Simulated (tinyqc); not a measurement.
# Worked calculation: undoped symmetric double-gate MOSFET, analytic potential model

Numbers from tinyqc (`OMP_NUM_THREADS=1 python tinyqc.py 2440137 2440138 out.jsonl`; about 0.03 s on one thread of a shared Intel Xeon 2.30GHz). Printed values are rounded.

An undoped body of thickness ts between two equal insulators and tied gates; long channel, electrons only, n = ni exp((psi - V)/Vt) with V the quasi-Fermi potential (0 at the source, Vd at the drain), constant mobility, no quantisation. Across the body psi(x) = V - 2 Vt ln[(ts/(2 beta)) sqrt(q ni/(2 eps0 eps_r Vt)) cos(2 beta x/ts)], x from the centre. Q is the electron charge per area of the whole body.

Parameters, values chosen for the exercise; material values those of a made-up semiconductor: temperature T = 300 K; band gap Eg = 1.11 eV; relative permittivity of the semiconductor eps_r = 9.85; conduction-band density of states at T Nc = 3.4e19 cm^-3; valence-band density of states at T Nv = 2e19 cm^-3; relative permittivity of the gate insulator eox = 7.7; insulator thickness tox = 4 nm; body thickness ts = 10 nm; gate work function less that of the intrinsic body dphi = 0.12 V; channel mobility mu = 250 cm^2/(V s); gate length L = 0.2 um; gate voltage Vg = 0.67 V; drain voltage Vd = 0.05 V.

Constants: q = 1.602176634e-19 C, kB = 1.380649e-23 J/K, Vt = kB T/q, eps0 = 8.8541878128e-14 F/cm where lengths are in cm. Results are converted to the units shown.

## Constants of the body

ni = sqrt(Nc Nv) exp(-Eg/(2 Vt)), Eg in volts; r = eps_r tox/(eox ts); V0 = dphi + 2 Vt ln[(2/ts) sqrt(2 eps0 eps_r Vt/(q ni))].

ni = 1.23784e10 cm^-3
r = 0.511688
V0 = 0.593759 V

## Iteration 1: beta at the source by Newton steps in z = ln(tan beta)

z at the start = 0

With V = 0, t = exp(z), beta = arctan(t): f = ln(beta) + (1/2) ln(1 + t^2) + 2 r beta t - (Vg - V0)/(2 Vt); with c = t/(1 + t^2), df/dz = c/beta + t c + 2 r t (c + beta); z(new) = z - f/(df/dz).

beta = 0.785398
f = -0.565808
df/dz = 2.45207
z after iteration 1 = 0.230747

## Iteration 2: beta at the source by Newton steps in z = ln(tan beta)

As before.

beta = 0.899761
f = 0.0547200
df/dz = 2.94208
z after iteration 2 = 0.212148

## Course of the iteration: beta at the source by Newton steps in z = ln(tan beta)

Stop when z changes by less than 1e-11, or after 60 iterations.

Course of the iteration:
```
iteration	z	|change|
1	0.230747	0.231
2	0.212148	0.0186
3	0.212010	1.38e-4
4	0.212010	7.59e-9
5	0.212010	< 1e-13
```

Converged in 5 iterations. At the end the number of correct digits about doubles with each step.

## Charges and drain current

beta_s = 0.890618
beta_d = 0.698331

beta (between 0 and pi/2) solves (Vg - V0 - V)/(2 Vt) = ln(beta) - ln(cos beta) + 2 r beta tan(beta). Q = 8 eps0 eps_r Vt beta tan(beta)/ts; I = mu (1/L)(4 eps0 eps_r/ts)(2 Vt)^2 [g(beta_s) - g(beta_d)] per width, g = beta tan(beta) - beta^2/2 + r beta^2 tan^2(beta), with beta_s at V = 0 and beta_d at V = Vd.

Qs = 198.580 nC/cm^2
Qd = 105.735 nC/cm^2
g(beta_s) = 1.32455
g(beta_d) = 0.518210
I = 9.39991 uA/um

The term r beta^2 tan^2(beta), which gives the square law, makes up 46.8 % of g at the source.

## Potential and electron density across the body at the source

x/ts, point 0 to 6: 0  0.1  0.2  0.3  0.4  0.45  0.5

psi(x) as above with V = 0 and beta = beta_s; n = ni exp(psi/Vt).

```
point	psi (V)	n (cm^-3)
0	0.467769	8.92979e17
1	0.468594	9.21922e17
2	0.471122	1.01664e18
3	0.475532	1.20573e18
4	0.482181	1.55939e18
5	0.486538	1.84559e18
6	0.491746	2.25753e18
```

The density at the surface is 2.53 times that at the centre (1/cos^2 beta).
